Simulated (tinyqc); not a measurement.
Worked calculation (part 2 of 2): RHF in the 6-31g basis, for H4, spin multiplicity 1. Computed by tinyqc, a small Python program that keeps every step (integrals from PySCF). Command: `OMP_NUM_THREADS=1 python tinyqc.py 25325 25326 out.jsonl` (the two numbers bound the seeds that draw the settings). One thread of a shared host (Intel(R) Xeon(R) Processor @ 2.60GHz), about 0.05 s of CPU time with the checks.

Geometry (angstrom):
```
atom        x        y        z
H     0.00000  0.00000  0.00000
H     0.00000  0.00000  1.00000
H     0.00000  0.00000  2.33400
H     0.00000  0.00000  3.33400
```

## Iteration 1: diagonalisation and new density

Fock matrix F (hartree), lower triangle:
```
          1H 1s     1H 2s     2H 1s     2H 2s     3H 1s     3H 2s     4H 1s     4H 2s
1H 1s   0.14378
1H 2s  -0.35166  -0.21309
2H 1s  -0.39872  -0.37434   0.18629
2H 2s  -0.35992  -0.27364  -0.39264  -0.26143
3H 1s  -0.00514  -0.06395  -0.15950  -0.21257   0.18629
3H 2s  -0.09795  -0.12648  -0.21257  -0.18899  -0.39264  -0.26143
4H 1s   0.02223   0.00473  -0.00514  -0.09795  -0.39872  -0.35992   0.14378
4H 2s   0.00473  -0.02598  -0.06395  -0.12648  -0.37434  -0.27364  -0.35166  -0.21309
```

X, lower triangle:
```
          1H 1s     1H 2s     2H 1s     2H 2s     3H 1s     3H 2s     4H 1s    4H 2s
1H 1s   1.25865
1H 2s  -0.48882   1.83905
2H 1s  -0.04861   0.09351   1.28188
2H 2s  -0.00194  -1.05597  -0.62431   2.59373
3H 1s  -0.01203  -0.00926   0.01214   0.09471   1.28188
3H 2s   0.07129   0.41126   0.09471  -1.22834  -0.62431   2.59373
4H 1s  -0.00400  -0.02745  -0.01203   0.07129  -0.04861  -0.00194   1.25865
4H 2s  -0.02745  -0.13953  -0.00926   0.41126   0.09351  -1.05597  -0.48882  1.83905
```

Diagonalise F' = X^T F X, C = X C', fill 2 alpha and 2 beta electrons from the bottom; D = 2 C_occ C_occ^T. Each column has its largest component positive (the first on a tie).

F' = X^T F X (hartree), lower triangle:
```
          1         2         3         4         5         6         7        8
1   0.63286
2  -0.51391   0.28988
3  -0.29637  -0.07490   0.76892
4  -0.16253  -0.19237  -0.68061   0.52795
5   0.01961   0.02138  -0.04431  -0.04632   0.76892
6   0.06743  -0.03499  -0.04632  -0.20434  -0.68061   0.52795
7   0.00019  -0.00795   0.01961   0.06743  -0.29637  -0.16253   0.63286
8  -0.00795   0.03301   0.02138  -0.03499  -0.07490  -0.19237  -0.51391  0.28988
```

orbital energies (hartree): MO1 -0.47719, MO2 -0.37629, MO3 0.17661, MO4 0.36095, MO5 0.92668, MO6 1.02536, MO7 1.37807, MO8 1.42505

coefficients C:
```
           MO1       MO2       MO3       MO4       MO5       MO6       MO7       MO8
1H 1s  0.18917   0.24498   0.13634   0.04857   0.78996   0.90264   0.49617   0.17257
1H 2s  0.16237   0.23907   0.83858  -1.37962  -0.71632  -0.58621  -0.73901  -0.91724
2H 1s  0.22452   0.18608  -0.12855   0.15348   0.37331   0.08451  -0.88123  -1.00262
2H 2s  0.22481   0.31686  -0.61649   1.86647  -0.17114  -0.42531   0.90704   2.20832
3H 1s  0.22452  -0.18608  -0.12855  -0.15348   0.37331  -0.08451  -0.88123   1.00262
3H 2s  0.22481  -0.31686  -0.61649  -1.86647  -0.17114   0.42531   0.90704  -2.20832
4H 1s  0.18917  -0.24498   0.13634  -0.04857   0.78996  -0.90264   0.49617  -0.17257
4H 2s  0.16237  -0.23907   0.83858   1.37962  -0.71632   0.58621  -0.73901   0.91724
```

D after iteration 1, lower triangle:
```
          1H 1s     1H 2s     2H 1s     2H 2s    3H 1s    3H 2s    4H 1s    4H 2s
1H 1s   0.19160
1H 2s   0.17857   0.16704
2H 1s   0.17612   0.16188   0.17007
2H 2s   0.24030   0.22451   0.21887   0.30187
3H 1s  -0.00623  -0.01607   0.03156  -0.01698  0.17007
3H 2s  -0.07019  -0.07850  -0.01698  -0.09972  0.21887  0.30187
4H 1s  -0.04846  -0.05571  -0.00623  -0.07019  0.17612  0.24030  0.19160
4H 2s  -0.05571  -0.06159  -0.01607  -0.07850  0.16188  0.22451  0.17857  0.16704
```

## Iteration 2: building the Fock matrix

core Hamiltonian H = T + V (hartree), lower triangle:
```
          1H 1s     1H 2s     2H 1s     2H 2s     3H 1s     3H 2s     4H 1s     4H 2s
1H 1s  -1.17130
1H 2s  -1.07949  -1.24517
2H 1s  -0.58977  -0.81910  -1.40925
2H 2s  -0.75981  -1.08483  -1.23581  -1.46612
3H 1s  -0.00719  -0.12418  -0.26312  -0.58218  -1.40925
3H 2s  -0.12508  -0.35967  -0.58218  -0.93512  -1.23581  -1.46612
4H 1s  -0.00002  -0.01151  -0.00719  -0.12508  -0.58977  -0.75981  -1.17130
4H 2s  -0.01151  -0.08123  -0.12418  -0.35967  -0.81910  -1.08483  -1.07949  -1.24517
```

nuclear repulsion = 2.0672113 hartree

Given earlier and not repeated: Two-electron integrals (ij|kl) in chemists' order.

J_ij = sum D_kl (ij|kl), K_ij = sum D_kl (ik|jl); F = H + J - 0.5 K; E = tr D H + tr D J / 2 - 0.25 tr D K + E_nn.

Coulomb J (hartree), lower triangle:
```
         1H 1s    1H 2s    2H 1s    2H 2s    3H 1s    3H 2s    4H 1s    4H 2s
1H 1s  1.71493
1H 2s  1.04481  1.33127
2H 1s  0.47192  0.73732  1.92029
2H 2s  0.68553  1.09542  1.18030  1.52174
3H 1s  0.00244  0.09044  0.17476  0.50720  1.92029
3H 2s  0.08926  0.31876  0.50720  0.92130  1.18030  1.52174
4H 1s  0.00000  0.00650  0.00244  0.08926  0.47192  0.68553  1.71493
4H 2s  0.00650  0.06264  0.09044  0.31876  0.73732  1.09542  1.04481  1.33127
```

exchange K (hartree), lower triangle:
```
          1H 1s     1H 2s    2H 1s    2H 2s    3H 1s    3H 2s    4H 1s    4H 2s
1H 1s   0.91056
1H 2s   0.78707   0.79138
2H 1s   0.60101   0.68956  0.90732
2H 2s   0.67893   0.75599  0.81028  0.87548
3H 1s   0.02558   0.09218  0.16604  0.34818  0.90732
3H 2s   0.15769   0.24592  0.34818  0.51362  0.81028  0.87548
4H 1s  -0.03335  -0.00618  0.02558  0.15769  0.60101  0.67893  0.91056
4H 2s  -0.00618   0.03904  0.09218  0.24592  0.68956  0.75599  0.78707  0.79138
```

Fock matrix F (hartree), lower triangle:
```
          1H 1s     1H 2s     2H 1s     2H 2s     3H 1s     3H 2s     4H 1s     4H 2s
1H 1s   0.08835
1H 2s  -0.42822  -0.30959
2H 1s  -0.41836  -0.42656   0.05738
2H 2s  -0.41375  -0.36740  -0.46065  -0.38212
3H 1s  -0.01754  -0.07983  -0.17138  -0.24907   0.05738
3H 2s  -0.11466  -0.16387  -0.24907  -0.27063  -0.46065  -0.38212
4H 1s   0.01666  -0.00192  -0.01754  -0.11466  -0.41836  -0.41375   0.08835
4H 2s  -0.00192  -0.03812  -0.07983  -0.16387  -0.42656  -0.36740  -0.42822  -0.30959
```

total energy of this density = -2.1778985 hartree

## Iteration 2: diagonalisation and new density

As before.

F' = X^T F X (hartree), lower triangle:
```
          1         2         3         4         5         6         7        8
1   0.61581
2  -0.56468   0.25981
3  -0.27906  -0.09562   0.61581
4  -0.16915  -0.22880  -0.63935   0.42333
5   0.01025   0.01871  -0.04323  -0.05184   0.61581
6   0.06897  -0.02809  -0.05184  -0.22988  -0.63935   0.42333
7  -0.00282  -0.01084   0.01025   0.06897  -0.27906  -0.16915   0.61581
8  -0.01084   0.02903   0.01871  -0.02809  -0.09562  -0.22880  -0.56468  0.25981
```

orbital energies (hartree): MO1 -0.60001, MO2 -0.46847, MO3 0.11775, MO4 0.33765, MO5 0.89420, MO6 1.02983, MO7 1.25591, MO8 1.26265

coefficients C:
```
           MO1       MO2       MO3       MO4       MO5       MO6       MO7       MO8
1H 1s  0.17797   0.22997   0.16195  -0.00815   0.65643   0.89356  -0.66014   0.23563
1H 2s  0.17030   0.25157   0.81292  -1.29555  -0.54710  -0.58340   0.89424  -1.03121
2H 1s  0.22368   0.18642  -0.12856   0.20268   0.56749   0.16438   0.77089  -0.98373
2H 2s  0.22568   0.31776  -0.60933   1.76439  -0.35588  -0.48159  -0.85658   2.27941
3H 1s  0.22368  -0.18642  -0.12856  -0.20268   0.56749  -0.16438   0.77089   0.98373
3H 2s  0.22568  -0.31776  -0.60933  -1.76439  -0.35588   0.48159  -0.85658  -2.27941
4H 1s  0.17797  -0.22997   0.16195   0.00815   0.65643  -0.89356  -0.66014  -0.23563
4H 2s  0.17030  -0.25157   0.81292   1.29555  -0.54710   0.58340   0.89424   1.03121
```

D after iteration 2, lower triangle:
```
          1H 1s     1H 2s     2H 1s     2H 2s    3H 1s    3H 2s    4H 1s    4H 2s
1H 1s   0.16912
1H 2s   0.17633   0.18458
2H 1s   0.16536   0.16998   0.16957
2H 2s   0.22648   0.23675   0.21944   0.30381
3H 1s  -0.00613  -0.01761   0.03056  -0.01752  0.16957
3H 2s  -0.06582  -0.08301  -0.01752  -0.10008  0.21944  0.30381
4H 1s  -0.04243  -0.05509  -0.00613  -0.06582  0.16536  0.22648  0.16912
4H 2s  -0.05509  -0.06857  -0.01761  -0.08301  0.16998  0.23675  0.17633  0.18458
```

## Iteration 8 (converged): orbitals

converged F (hartree), lower triangle:
```
          1H 1s     1H 2s     2H 1s     2H 2s     3H 1s     3H 2s     4H 1s     4H 2s
1H 1s   0.08554
1H 2s  -0.42982  -0.31516
2H 1s  -0.41669  -0.42856   0.05469
2H 2s  -0.41372  -0.37130  -0.46315  -0.38587
3H 1s  -0.01728  -0.07976  -0.17125  -0.24976   0.05469
3H 2s  -0.11423  -0.16457  -0.24976  -0.27229  -0.46315  -0.38587
4H 1s   0.01628  -0.00184  -0.01728  -0.11423  -0.41669  -0.41372   0.08554
4H 2s  -0.00184  -0.03796  -0.07976  -0.16457  -0.42856  -0.37130  -0.42982  -0.31516
```

As before.

F' = X^T F X (hartree), lower triangle:
```
          1         2         3         4         5         6         7        8
1   0.61182
2  -0.56338   0.25340
3  -0.27597  -0.09674   0.61364
4  -0.16779  -0.23058  -0.64042   0.42112
5   0.01026   0.01885  -0.04281  -0.05162   0.61364
6   0.06896  -0.02810  -0.05162  -0.22926  -0.64042   0.42112
7  -0.00332  -0.01080   0.01026   0.06896  -0.27597  -0.16779   0.61182
8  -0.01080   0.02939   0.01885  -0.02810  -0.09674  -0.23058  -0.56338  0.25340
```

orbital energies (hartree): MO1 -0.60279, MO2 -0.47218, MO3 0.11411, MO4 0.33399, MO5 0.89119, MO6 1.02373, MO7 1.25148, MO8 1.26042

coefficients C:
```
           MO1       MO2       MO3       MO4       MO5       MO6       MO7       MO8
1H 1s  0.17621   0.22778   0.16283  -0.00946   0.66215   0.89622  -0.65466   0.22745
1H 2s  0.17327   0.25497   0.81130  -1.29354  -0.55423  -0.59435   0.89075  -1.02664
2H 1s  0.22316   0.18583  -0.12986   0.20332   0.56161   0.15615   0.77511  -0.98505
2H 2s  0.22479   0.31616  -0.60841   1.76414  -0.34828  -0.45698  -0.86059   2.28488
3H 1s  0.22316  -0.18583  -0.12986  -0.20332   0.56161  -0.15615   0.77511   0.98505
3H 2s  0.22479  -0.31616  -0.60841  -1.76414  -0.34828   0.45698  -0.86059  -2.28488
4H 1s  0.17621  -0.22778   0.16283   0.00946   0.66215  -0.89622  -0.65466  -0.22745
4H 2s  0.17327  -0.25497   0.81130   1.29354  -0.55423   0.59435   0.89075   1.02664
```

D after iteration 8, lower triangle:
```
          1H 1s     1H 2s     2H 1s     2H 2s    3H 1s    3H 2s    4H 1s    4H 2s
1H 1s   0.16587
1H 2s   0.17722   0.19006
2H 1s   0.16330   0.17209   0.16866
2H 2s   0.22325   0.23912   0.21783   0.30098
3H 1s  -0.00601  -0.01743   0.03054  -0.01718  0.16866
3H 2s  -0.06481  -0.08333  -0.01718  -0.09886  0.21783  0.30098
4H 1s  -0.04166  -0.05509  -0.00601  -0.06481  0.16330  0.22325  0.16587
4H 2s  -0.05509  -0.06997  -0.01743  -0.08333  0.17209  0.23912  0.17722  0.19006
```

## Convergence

Stop when the energy changes by less than 1e-10 hartree and every element of the error matrix X^T (F D S - S D F) X is below 3e-06.

Course of the cycle:
```
iteration  E (hartree)     change  largest element of the error matrix
1           -1.9344679          -                             3.16e-01
2           -2.1778985  -2.43e-01                             3.01e-02
3           -2.1793244  -1.43e-03                             4.20e-03
4           -2.1793559  -3.14e-05                             7.23e-04
5           -2.1793567  -8.76e-07                             1.24e-04
6           -2.1793568  -2.77e-08                             2.21e-05
7           -2.1793568  -1.00e-09                             4.08e-06
8           -2.1793568  -4.23e-11                             8.96e-07
```

PySCF RHF in the same basis = -2.1793568 hartree

Converged in 8 iterations.

## Populations, bond orders and dipole

overlap S, lower triangle:
```
         1H 1s    1H 2s    2H 1s    2H 2s    3H 1s    3H 2s    4H 1s    4H 2s
1H 1s  1.00000
1H 2s  0.65829  1.00000
2H 1s  0.25331  0.41172  1.00000
2H 2s  0.41172  0.74979  0.65829  1.00000
3H 1s  0.00132  0.05146  0.09634  0.28571  1.00000
3H 2s  0.05146  0.20831  0.28571  0.59902  0.65829  1.00000
4H 1s  0.00000  0.00369  0.00132  0.05146  0.25331  0.41172  1.00000
4H 2s  0.00369  0.04073  0.05146  0.20831  0.41172  0.74979  0.65829  1.00000
```

Mulliken: Z minus the diagonal of D S on the atom; Loewdin: the same with S^(1/2) D S^(1/2); Mayer order: 2 sum_s sum (D(s) S)_ij (D(s) S)_ji over the two atoms.

Charges (e):
```
atom  Mulliken   Loewdin
1H     0.05218  -0.00122
2H    -0.05218   0.00122
3H    -0.05218   0.00122
4H     0.05218  -0.00122
```

Mayer bond orders:
```
pair     order
2-1    0.98040
3-1   -0.02417
3-2    0.01491
4-1    0.03858
4-2   -0.02417
4-3    0.98040
```

dipole moment about the origin, x y z (debye): 0.00000  0.00000  0.00000
